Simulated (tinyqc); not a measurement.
Worked calculation: two-node Weyl semimetal on a cubic lattice and its slab. Values are carried at full precision from step to step, so a last printed digit may differ when a step is redone from the rounded ones.

H = d.s with dx = t sin kx, dy = t sin ky, dz = m (2 - cos kx - cos ky) + M(kz), M = tz (cos k0 - cos kz), k in 1/a. Nodes at (0, 0, +/-k0). Berry curvature of the lower band along z: Omega = d.(dd/dkx x dd/dky)/(2|d|^3), in the sense curl of i<u|grad u>.

Inputs chosen for the exercise: t = 0.74 eV (hopping in sx and sy); m = 1.35 eV (mass term); tz = 0.34 eV (hopping along z); k0 = 1.17 1/a (position of the nodes); k = (-0.48, 0.16, 1.72) 1/a (wave vector); N = 7 (layers of the small slab); ky = 0.1 1/a; kz = 1.36 1/a.

## One k point

Form M, d, E = -/+ |d| and Omega.

M(kz) = 0.1832 eV

dx, dy, dz (eV): [-0.3417, 0.1179, 0.3530]

|E| = 0.5052 eV
Omega = -0.0116 a^2

## The nodes

Near (0,0,+/-k0): d = (t qx, t qy, +/- tz sin(k0) qz). The chirality is the sign of the product of the three velocities. Each plane of fixed kz with -2m < M < 0 has Chern number -1 in the sense above, so the sum over planes gives sigma_xy of size (e^2/h) 2 k0/(2 pi a).

velocities at +k0 (eV a): [0.7400, 0.7400, 0.3131]

chirality: +k0 1, -k0 -1

|sigma_xy| = 0.3724 e^2/(h a)
M(0) = -0.2073 eV

## The slab at one surface momentum

Slab of N layers along x with hard walls: layer block t sin(ky) sy + (m (2 - cos ky) + M(kz)) sz, block to the next layer t sx/(2i) - m sz/2.

Fill in the matrix.

H (eV), rows 1+, 1-, 2+, 2-, 3+, 3-, 4+, 4-, 5+, 5-, 6+, 6-, 7+, 7- and columns alike:
```
[[1.4183, -0.0739i, -0.6750, -0.3700i, 0, 0, 0, 0, 0, 0, 0, 0, 0, 0],
 [0.0739i, -1.4183, -0.3700i, 0.6750, 0, 0, 0, 0, 0, 0, 0, 0, 0, 0],
 [-0.6750, 0.3700i, 1.4183, -0.0739i, -0.6750, -0.3700i, 0, 0, 0, 0, 0, 0, 0, 0],
 [0.3700i, 0.6750, 0.0739i, -1.4183, -0.3700i, 0.6750, 0, 0, 0, 0, 0, 0, 0, 0],
 [0, 0, -0.6750, 0.3700i, 1.4183, -0.0739i, -0.6750, -0.3700i, 0, 0, 0, 0, 0, 0],
 [0, 0, 0.3700i, 0.6750, 0.0739i, -1.4183, -0.3700i, 0.6750, 0, 0, 0, 0, 0, 0],
 [0, 0, 0, 0, -0.6750, 0.3700i, 1.4183, -0.0739i, -0.6750, -0.3700i, 0, 0, 0, 0],
 [0, 0, 0, 0, 0.3700i, 0.6750, 0.0739i, -1.4183, -0.3700i, 0.6750, 0, 0, 0, 0],
 [0, 0, 0, 0, 0, 0, -0.6750, 0.3700i, 1.4183, -0.0739i, -0.6750, -0.3700i, 0, 0],
 [0, 0, 0, 0, 0, 0, 0.3700i, 0.6750, 0.0739i, -1.4183, -0.3700i, 0.6750, 0, 0],
 [0, 0, 0, 0, 0, 0, 0, 0, -0.6750, 0.3700i, 1.4183, -0.0739i, -0.6750, -0.3700i],
 [0, 0, 0, 0, 0, 0, 0, 0, 0.3700i, 0.6750, 0.0739i, -1.4183, -0.3700i, 0.6750],
 [0, 0, 0, 0, 0, 0, 0, 0, 0, 0, -0.6750, 0.3700i, 1.4183, -0.0739i],
 [0, 0, 0, 0, 0, 0, 0, 0, 0, 0, 0.3700i, 0.6750, 0.0739i, -1.4183]]
```

## Levels and layer weights of the middle pair

Diagonalise; sum the weights over the two components of each layer.

levels (eV): [-2.6790, -2.4210, -2.0316, -1.5641, -1.0781, -0.6264, -0.2499, 0.2499, 0.6264, 1.0781, 1.5641, 2.0316, 2.4210, 2.6790]

weights, rows lower, upper; columns layer 1, layer 2, layer 3, layer 4, layer 5, layer 6, layer 7:
```
[[0.095, 0.170, 0.199, 0.194, 0.165, 0.119, 0.058],
 [0.058, 0.119, 0.165, 0.194, 0.199, 0.170, 0.095]]
```

The matrix belongs to ky = 0.1, kz = 1.36, where the mass m (1 - cos ky) + M(kz) is +0.0683 eV and t sin(ky) = 0.0739 eV. A positive mass binds no surface state: the middle pair is a confined bulk state.

## Checks

- Omega from the formula against a plaquette of side 1e-4: both -0.01165.
- C of the plane kz = 0 against -1: both -1.00.

Run: tinyqc, `OMP_NUM_THREADS=1 python tinyqc.py 1451976 1451977 out.jsonl`; Intel(R) Xeon(R) Processor @ 2.30GHz, one thread, shared host; about 0.1 s of CPU time with all checks.
